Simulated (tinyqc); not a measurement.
Barrier height from two thicknesses.

Question. Through a thick flat barrier T = c exp(-2 kappa t) with a prefactor c that does not depend on t, and kappa = sqrt(m1 phi1/C), C = hbar^2/(2 m0). Find kappa, the decades lost for each nanometre, c and phi1.

Parameters, values chosen for the exercise:
- m1 = 0.4 m0 (tunnelling mass of layer 1)

Constants: q = 1.602176634e-19 C, hbar = 1.054571817e-34 J s, m0 = 9.1093837015e-31 kg, hbar^2/(2 m0) = 0.0380998212 eV nm^2. Results are converted to the units shown.

T at t = 1 and 1.9 nm: 8.5169624e-5  8.4207519e-9

Answer. The ratio of the two values removes c: kappa = ln(T_a/T_b)/(2 (t_b - t_a)).

kappa = 5.12 1/nm
decades a nanometre = 4.45
c = 2.40
phi1 = 2.50 eV

Numbers from tinyqc (`OMP_NUM_THREADS=1 python tinyqc.py 2540044 2540045 out.jsonl`; about 0.03 s on one thread of a shared Intel Xeon 2.30GHz).
